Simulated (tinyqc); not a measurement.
What moves the results: Tamm state at the end of a one-band chain. A value that a table varies takes the place of the one given here.

A half-infinite chain with site energy 0 and hopping -t, band E = -2t cos(ka); the end site has energy D. The surface Green function of the unperturbed half chain is g = (E -/+ sqrt(E^2 - 4t^2))/(2t^2), the root with |t g| <= 1 and Im g <= 0, and with the shift G = g/(1 - D g).

Parameters, chosen for this exercise:
```
symbol  value  unit      meaning
t       1.31   eV        hopping
a       3      angstrom  spacing
D       -2.88  eV        shift of the end site
E       0.19   eV        energy in the band
```

## Threshold for a surface state

For |D| > t: E = D + t^2/D, weight on the end site 1 - t^2/D^2, decay length of the amplitude a/ln|D/t|; a dash: no bound state. The last column is the surface density -Im G/pi at E = 0.

Against D:
```
D/t    D (eV)   E (eV)  end weight  decay length (angstrom)  density at E = 0 (1/eV)
-3.00  -3.930  -4.3667      0.8889                     2.73                   0.0243
-2.00  -2.620  -3.2750      0.7500                     4.33                   0.0486
-1.40  -1.834  -2.7697      0.4898                     8.92                   0.0821
-1.10  -1.441  -2.6319      0.1736                    31.48                   0.1099
-0.80  -1.048        -           -                        -                   0.1482
0.50    0.655        -           -                        -                   0.1944
0.95    1.244        -           -                        -                   0.1277
1.05    1.375   2.6231      0.0930                    61.49                   0.1156
1.30    1.703   2.7107      0.4083                    11.43                   0.0903
2.50    3.275   3.7990      0.8400                     3.27                   0.0335
```

How do the results move?

A state splits off only for |D| > t = 1.31 eV, although in the middle of an endless chain any shift binds one. Just past the threshold, at D/t = 1.05, it lies 3.1 meV outside the band and spreads over 61.5 angstrom; at D/t = -3 it holds 89 % of the end site, and the density left at the band centre has fallen to 0.10 of the clean value.

## What each parameter does

E = D + t^2/D, weight 1 - (t/D)^2, decay length -a/ln|t/D|, surface density -Im G/pi at E. Each row changes one parameter from the base and keeps the others.

Results:
```
case              bound level (eV)  weight  decay (angstrom)  density (1/eV)
base                       -3.4759  0.7931             3.808          0.0394
t = 1.3755 eV              -3.5369  0.7719             4.060          0.0407
D = -3.456 eV              -3.9526  0.8563             3.093          0.0290
a = 3.3 angstrom           -3.4759  0.7931             4.189          0.0394
E = 0.095 eV               -3.4759  0.7931             3.808          0.0405
```

What does this show?

The largest shifts from the base row, up to three for each result and ties (the steps differ in size, so this ranks the rows, not the parameters). bound level (eV): D -0.4767, t -0.0611; unchanged at the printed digits by a and E. weight: D +0.0632, t -0.0212; unchanged at the printed digits by a and E. decay (angstrom): D -0.716, a +0.381, t +0.251; unchanged at the printed digits by E. density (1/eV): D -0.0103, t +0.0013, E +0.0011; unchanged at the printed digits by a.

tinyqc: `OMP_NUM_THREADS=1 python tinyqc.py 1480448 1480449 out.jsonl`; about 0.01 s, one thread, shared Intel(R) Xeon(R) Processor @ 2.30GHz.
